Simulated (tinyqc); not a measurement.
# Capacitance measurement on a leaky thin oxide: effects of series resistance and leakage: readings against frequency

The device is a capacitance C in parallel with a leakage conductance G, in series with Rs and Ls. An impedance meter reports either a parallel pair (Cp, Gp) from Y = 1/Z = Gp + i w Cp or a series pair (Cs, Rm) from Z = Rm + 1/(i w Cs); w = 2 pi f, dissipation D = Gp/(w |Cp|).

EOT = 3.9 tox/eox; CET = EOT + zc + zp; C = 3.9 eps0 A/CET; G = Jg A/Vs. Z = Rs + i w Ls + 1/(G + i w C); CET read from Cp = 3.9 eps0 A/Cp; errors under 0.001 % are printed as 0.

Parameters, values chosen for the exercise; values of the order met in thin-oxide MOS capacitors:
```
symbol,value,unit,meaning
eox,3.9,,relative permittivity of the gate insulator (close to silicon dioxide)
tox,3.1,nm,insulator thickness
A,400,um^2,gate area
zc,0.36,nm,oxide-equivalent thickness added by the accumulation layer
zp,0,nm,oxide-equivalent thickness added by gate depletion
Jg,0.0051,A/cm^2,"gate leakage current density, not matched to the thickness"
Vs,0.45,V,voltage for an e-fold rise of the leakage
Rs,34,ohm,series resistance
Ls,25,nH,series inductance
```

Constants: eps0 = 8.8541878128e-14 F/cm where lengths are in cm. Results are converted to the units shown.

The same in every row: C (pF) = 3.992.

Results:
```
f (Hz)	Cp (pF)	Cs (pF)	D	error of Cp (%)	error of Cs (%)	CET read from Cp (nm)
1000	3.992	17.03	1.807	0	327	3.460
3000	3.992	5.441	0.6025	0	36.3	3.460
10000	3.992	4.122	0.1807	0	3.27	3.460
30000	3.992	4.007	0.06027	0	0.363	3.460
1e5	3.992	3.993	0.01816	0	0.0327	3.460
3e5	3.992	3.992	0.006280	0	3.66e-3	3.460
1e6	3.992	3.992	0.002660	0	0	3.460
3e6	3.992	3.992	0.003161	2.58e-3	3.58e-3	3.460
3e7	4.004	4.006	0.02574	0.289	0.356	3.450
```

Estimate the missing row, f = 1e7 Hz.

Computed row:
```
f (Hz)	Cp (pF)	Cs (pF)	D	error of Cp (%)	error of Cs (%)	CET read from Cp (nm)
1e7	3.993	3.994	0.008712	0.0318	0.0394	3.459
```

With this row back in the table: D goes from 1.81 through a minimum of 0.00266 (at f = 1e6 Hz among the rows listed) to 0.0257; without inductance its minimum lies at f = sqrt(G (1 + G Rs)/Rs)/(2 pi C) = 1.46e6 Hz. The error of Cp goes from 0 to 0.289 % and that of Cs from 327 to 0.356 %; at low frequency Cp tends to C/(1 + G Rs)^2 and Cs grows as 1 + (G/(w C))^2. One of the two readings is within 2 % of C for f = 1000, 3000, 10000, 30000, 1e5, 3e5, 1e6, 3e6, 1e7, 3e7 Hz. For f = 1000 D exceeds 1, where the accuracy of real meters degrades in proportion to sqrt(1 + D^2).

Program tinyqc, `OMP_NUM_THREADS=1 python tinyqc.py 2022158 2022159 out.jsonl`; Intel Xeon 2.30GHz, shared host, one thread, about 0.01 s.
